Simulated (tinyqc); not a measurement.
Hydrogen passivation of interface dangling bonds: competing passivation and dissociation with distributed barriers: one step, computed by the program tinyqc. Command: `OMP_NUM_THREADS=1 python tinyqc.py 3012525 3012526 out.jsonl passiv walk`. One thread of a shared host (Intel(R) Xeon(R) Processor @ 2.30GHz), about 0.01 s of CPU time with the checks.

P_b + H2 gives P_bH + H at the rate k_f [H2]; P_bH gives P_b + H at the rate k_d. All defects start unpassivated. E_f and E_d are Gaussian and independent.

Question. Single barriers. [H2] = solubility factor x p; a = k_f0 [H2] exp(-E_f/(k_B T)), d = k_d0 exp(-E_d/(k_B T)). For one pair of barriers the active share is y = [d + a exp(-(a + d) t)]/(a + d). Temperatures in kelvin are T(C) + 273.15.

Inputs (values chosen for the exercise, close to those used for P_b centres at the silicon-oxide interface): passivation prefactor k_f0 = 2.1e-07 cm^3/s; mean passivation barrier E_f = 1.65 eV; spread sigma_f = 0.054 eV; dissociation prefactor k_d0 = 2.9e+13 1/s; mean dissociation barrier E_d = 2.82 eV; spread sigma_d = 0.077 eV; H2 in the oxide per atm, solubility factor = 5.3e+17 1/(cm^3 atm); hydrogen pressure p = 1 atm; anneal temperature T = 325 C; anneal time t = 61 s.

Constants: k_B = 8.617333262e-05 eV/K.

Give: passivation rate a; dissociation rate d; a t; steady active share d/(a + d); active share, single barriers.

Answer.

passivation rate a = 0.001394 1/s

dissociation rate d = 5.037e-11 1/s

a t = 0.08503

steady active share d/(a + d) = 3.614e-08

active share, single barriers = 0.9185

The anneal is too short or cold to finish.
